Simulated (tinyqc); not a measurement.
# Resistance of a tapered via with liner, size effect and interface: what changes with what

A round via whose diameter grows from db at the bottom as D(z) = db + 2 z/tan(ang). The fill, of diameter D - 2 tl, starts above the bottom liner (thickness fb tl) and has rho = rho0 (1 + ks lam/(D - 2 tl)); the sidewall liner conducts in parallel with it. The bottom liner and the interface are crossed over the full area pi db^2/4. Spreading in the lines above and below is left out.

Parameters, values chosen for the exercise; fill metal close to copper:
- db = 24 nm (diameter at the bottom)
- hv = 50 nm (height)
- ang = 87 degrees (sidewall angle)
- rho0 = 1.65 uohm cm (bulk resistivity of the fill)
- lam = 41 nm (mean free path of the fill)
- ks = 1.1 (size-effect factor)
- tl = 1.6 nm (liner on the sidewall)
- fb = 1 (liner at the bottom over that on the sidewall)
- rl = 590 uohm cm (resistivity of the liner)
- ri = 1.4e-12 ohm cm^2 (interface resistivity at the bottom)
- Sb = 1.1e15 S/m^2 (ballistic conductance per area, about 3/(4 rho0 lam))
- rho2 = 5.44 uohm cm (bulk resistivity of the second fill (close to tungsten))
- lam2 = 15.4 nm (its mean free path)
- tl2 = 2.2 nm (its liner)

Each table varies one quantity; the others keep the values above.

## Via resistance against the diameter at the bottom

Slices between z0 = fb tl and hv, evaluated at their midpoints: conductance per length pi/4 [(D - 2 tl)^2/rho + (D^2 - (D - 2 tl)^2)/rl], slice resistance = slice height over that. 2000 slices. R_fill = sum of the slices; R_bottom = rl fb tl/(pi db^2/4); R_interface = ri/(pi db^2/4); ballistic (Sharvin) limit 1/(Sb pi (db - 2 tl)^2/4); ideal cylinder rho0 hv/(pi db^2/4).

Results:

| db (nm) | R_fill (ohm) | R_bottom (ohm) | R_interface (ohm) | R (ohm) | ballistic limit (ohm) | R over ideal cylinder | largest part |
|---|---|---|---|---|---|---|---|
| 6 | 450.4 | 333.9 | 4.951 | 789.2 | 147.6 | 27.05 | fill |
| 8.3 | 135.8 | 174.5 | 2.588 | 312.8 | 44.50 | 20.52 | bottom liner |
| 16 | 17.24 | 46.95 | 0.6963 | 64.89 | 7.065 | 15.81 | bottom liner |
| 22 | 6.953 | 24.83 | 0.3683 | 32.15 | 3.275 | 14.82 | bottom liner |
| 30 | 2.984 | 13.35 | 0.1981 | 16.54 | 1.612 | 14.17 | bottom liner |
| 42 | 1.238 | 6.814 | 0.1011 | 8.152 | 0.7689 | 13.69 | bottom liner |
| 58 | 0.5499 | 3.573 | 0.05299 | 4.176 | 0.3854 | 13.37 | bottom liner |
| 80 | 0.2524 | 1.878 | 0.02785 | 2.158 | 0.1962 | 13.15 | bottom liner |

Estimate the missing row, db = 11 nm.

Computed row:

| db (nm) | R_fill (ohm) | R_bottom (ohm) | R_interface (ohm) | R (ohm) | ballistic limit (ohm) | R over ideal cylinder | largest part |
|---|---|---|---|---|---|---|---|
| 11 | 53.74 | 99.33 | 1.473 | 154.6 | 19.03 | 17.80 | bottom liner |

With this row back in the table: R falls from 789 to 2.16 ohm. The fill is the largest part at db = 6, the bottom liner from 8.3 on. R goes as db^(-2.85) between the first two rows and db^(-2.05) between the last two; area alone gives -2. For db = 30, 42, 58, 80 the ballistic limit exceeds half of R_fill, so the diffusive model understates R.

## Via resistance against the liner on the sidewall

Same model as above.

2000 slices.

The same in every row: R_interface (ohm) = 0.3095.

Result of one run:

| tl (nm) | R_fill (ohm) | R_bottom (ohm) | R (ohm) | ballistic limit (ohm) | R over ideal cylinder | largest part |
|---|---|---|---|---|---|---|
| 0.6 | 4.514 | 7.825 | 12.65 | 2.227 | 6.936 | bottom liner |

What becomes of these results when the liner on the sidewall tl is changed from 0.6 to 1.7 nm, all else the same?

Result of the changed run:

| tl (nm) | R_fill (ohm) | R_bottom (ohm) | R (ohm) | ballistic limit (ohm) | R over ideal cylinder | largest part |
|---|---|---|---|---|---|---|
| 1.7 | 5.575 | 22.17 | 28.06 | 2.728 | 15.38 | bottom liner |

The whole series:

| tl (nm) | R_fill (ohm) | R_bottom (ohm) | R (ohm) | ballistic limit (ohm) | R over ideal cylinder | largest part |
|---|---|---|---|---|---|---|
| 0 | 4.057 | 0 | 4.367 | 2.010 | 2.395 | fill |
| 0.6 | 4.514 | 7.825 | 12.65 | 2.227 | 6.936 | bottom liner |
| 1.1 | 4.955 | 14.35 | 19.61 | 2.436 | 10.75 | bottom liner |
| 1.7 | 5.575 | 22.17 | 28.06 | 2.728 | 15.38 | bottom liner |
| 2.3 | 6.317 | 30.00 | 36.62 | 3.075 | 20.08 | bottom liner |
| 2.9 | 7.215 | 37.82 | 45.35 | 3.494 | 24.87 | bottom liner |
| 3.4 | 8.112 | 44.34 | 52.76 | 3.913 | 28.93 | bottom liner |
| 4 | 9.422 | 52.17 | 61.90 | 4.521 | 33.94 | bottom liner |

R rises from 4.37 to 61.9 ohm. The fill is the largest part at tl = 0, the bottom liner from 0.6 on. The share of the two bottom terms goes from 7.09 to 84.8 %.

## Two fill metals against the diameter

2000 slices. R_fill = sum of the slices; R_bottom = rl fb tl/(pi db^2/4); R_interface = ri/(pi db^2/4). The second fill has rho2, lam2 and tl2 in place of rho0, lam and tl.

Result of one run:

| db (nm) | R, first fill (ohm) | R, second fill (ohm) | ratio second/first |
|---|---|---|---|
| 35 | 11.94 | 18.15 | 1.520 |

What becomes of these results when the diameter at the bottom db is changed from 35 to 100 nm, all else the same?

Result of the changed run:

| db (nm) | R, first fill (ohm) | R, second fill (ohm) | ratio second/first |
|---|---|---|---|
| 100 | 1.369 | 2.072 | 1.513 |

The whole series:

| db (nm) | R, first fill (ohm) | R, second fill (ohm) | ratio second/first |
|---|---|---|---|
| 8.5 | 293.9 | 523.8 | 1.782 |
| 12 | 125.6 | 203.7 | 1.621 |
| 17 | 56.66 | 88.27 | 1.558 |
| 24 | 26.64 | 40.80 | 1.531 |
| 35 | 11.94 | 18.15 | 1.520 |
| 49 | 5.917 | 8.966 | 1.515 |
| 70 | 2.837 | 4.294 | 1.514 |
| 100 | 1.369 | 2.072 | 1.513 |

The ratio goes from 1.78 to 1.51. The first fill gives the lower R in every row.

Computed by the program tinyqc: `OMP_NUM_THREADS=1 python tinyqc.py 2750125 2750126 out.jsonl`, one thread of a shared Intel Xeon 2.30GHz, about 0.01 s for the whole run.
